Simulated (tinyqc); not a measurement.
Etch lag against aspect ratio: ion-assisted plasma etching: sheath, surface coverage, synergy and aspect-ratio dependence. Computed by tinyqc, a small Python program. Command: `OMP_NUM_THREADS=1 python tinyqc.py 3010242 3010243 out.jsonl etch walk`. One thread of a shared host (Intel(R) Xeon(R) Processor @ 2.30GHz), about 0.04 s of CPU time with the checks.

Radicals adsorb on bare sites; ions remove covered sites with a high yield and bare sites by sputtering; a slow spontaneous reaction acts everywhere, walls included.

Inputs (values chosen for the exercise, close to those used for silicon dioxide in a fluorocarbon plasma):
```
quantity                                value       unit
plasma density n_e                    2.2e+11     1/cm^3
electron temperature T_e                  3.7         eV
ion mass M_i                               69          u
sheath voltage V                           69          V
radical density n                     7.1e+12     1/cm^3
radical mass M_n                           19          u
gas temperature T_g                       350          K
sticking coefficient s                   0.45          -
radicals per removed unit x                 2          -
yield slope b                            0.36  eV^(-1/2)
threshold E_th                             23         eV
sputter slope b_p                       0.017  eV^(-1/2)
sputter threshold E_p                      32         eV
spontaneous reaction probability k_c  4.9e-05          -
solid density N                       2.2e+22     1/cm^3
ion temperature T_i                       0.5         eV
```

Feature: long trench.

Constants: e = 1.602176634e-19 C; u = 1.6605390666e-27 kg; k_B = 1.380649e-23 J/K; eps_0 = 8.8541878128e-12 F/m.

Method:
- Bohm speed u_B = sqrt(e T_e/M_i); ion flux G_i = 0.61 n_e u_B; radical flux G_n = n c/4 with c = sqrt(8 k_B T_g/(pi M_n)).
- Debye length lambda_D = sqrt(eps_0 T_e/(e n_s)) with n_s = 0.61 n_e, T_e in volts; Child-law sheath d = (sqrt2/3) lambda_D (2 V/T_e)^(3/4); ion energy E = V + T_e/2; angular spread = arctan(sqrt(T_i/E)).
- Yields: Y = b (sqrt(E) - sqrt(E_th)) on covered sites, Y_p = b_p (sqrt(E) - sqrt(E_p)) on bare ones (zero below threshold).
- Steady coverage: s G_n (1 - theta) = x Y G_i theta; removal flux = Y G_i theta + Y_p G_i (1 - theta) + k_c G_n; rate = flux/N, 1 cm/s = 6e8 nm/min.
- Lateral rate = k_c G_n/N; anisotropy = 1 - lateral/vertical; synergy = vertical/(ions alone + radicals alone), with ions alone Y_p G_i/N and radicals alone the lateral rate.
- Transmission of a long trench, rough form: K = (1 + ln(1 + A))/(1 + A + ln(1 + A)), walls that scatter diffusely without loss. With a loss probability S = s (1 - theta) at the floor, G_b/G_n = K/(K + S - K S); theta follows G_b, and the two are solved together. Ions are taken to reach the floor unshadowed; G_b replaces G_n in every term of the rate; A is depth over width.

yield Y = 1.30371

sputter yield Y_p = 0.0469266

ion flux G_i = 3.05253e+16 1/(cm^2 s)

radical flux G_n = 1.10852e+17 1/(cm^2 s)

vertical rate = 442.318 nm/min

coverage theta = 0.385272

Floor of the feature:
```
A            K  G_b/G_n    theta  rate (nm/min)  relative rate
0.5    0.73760  0.90740  0.36253         418.51        0.94617
1.0    0.62869  0.85234  0.34819         403.50        0.91224
2.0    0.51203  0.77608  0.32723         381.56        0.86264
5.0    0.35830  0.63423  0.28444         336.76        0.76135
10.0   0.25361  0.49764  0.23774         287.88        0.65085
20.0   0.16821  0.35452  0.18180         229.33        0.51848
50.0   0.08978  0.19765  0.11022         154.42        0.34912
100.0  0.05317  0.11818  0.06896         111.24        0.25149
```

What follows from these numbers?

K falls by a factor 13.9 over the rows and the rate by 3.76. Among these rows the rate stays within 10 % of the open-field value up to A = 1, and falls further as fewer radicals reach the floor. Caution: rows with A above about 1/(2 tan(ion spread)) or 1/sqrt(k_c), often 10 to 30, are formal: ion shadowing, radical loss on the walls, redeposition of sputtered material and, in fluorocarbon plasmas, polymer growth are left out and add to the lag.
